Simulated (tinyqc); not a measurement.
# Fermi-level pinning at a metal contact (Cowley-Sze model): barrier against work function

Interface states of density Ds lie behind a thin layer of thickness dl. Neglecting the depletion charge, the barrier for electrons is phi = S (pM - chi) + (1 - S) E0 with S = 1/(1 + q Ds dl/(eps0 ei)); the barrier for holes is Eg - phi.

phi is listed beside the Schottky-Mott value pM - chi.

Values chosen for this exercise; material values close to those of 4H silicon carbide:
- Eg = 3.32 eV (band gap)
- chi = 3.62 eV (electron affinity)
- Ds = 1.2e13 cm^-2 eV^-1 (density of interface states)
- E0 = 1.42 eV (depth of their neutrality level below the conduction edge)
- dl = 0.47 nm (thickness of the interface layer)
- ei = 3.7 (its relative permittivity)

Constants: q = 1.602176634e-19 C, eps0 = 8.8541878128e-14 F/cm where lengths are in cm. Results are converted to the units shown.

Result of one run:
```
pM (eV)	pM - chi (eV)	phi (eV)
5.2	1.580	1.545
```

What becomes of these results when the metal work function pM is changed from 5.2 to 5.5 eV, all else the same?

Result of the changed run:
```
pM (eV)	pM - chi (eV)	phi (eV)
5.5	1.880	1.781
```

The whole series:
```
pM (eV)	pM - chi (eV)	phi (eV)
3.4	-0.2200	0.1346
3.7	0.08000	0.3697
4	0.3800	0.6048
4.3	0.6800	0.8400
4.6	0.9800	1.075
4.9	1.280	1.310
5.2	1.580	1.545
5.5	1.880	1.781
5.8	2.180	2.016
```

phi rises with slope S = 0.784, by 1.88 eV over 2.40 eV of work function, and equals the Schottky-Mott value at pM = chi + E0 = 5.04 eV.

Program tinyqc, `OMP_NUM_THREADS=1 python tinyqc.py 2430120 2430121 out.jsonl`; Intel Xeon 2.30GHz, shared host, one thread, about 0.01 s.
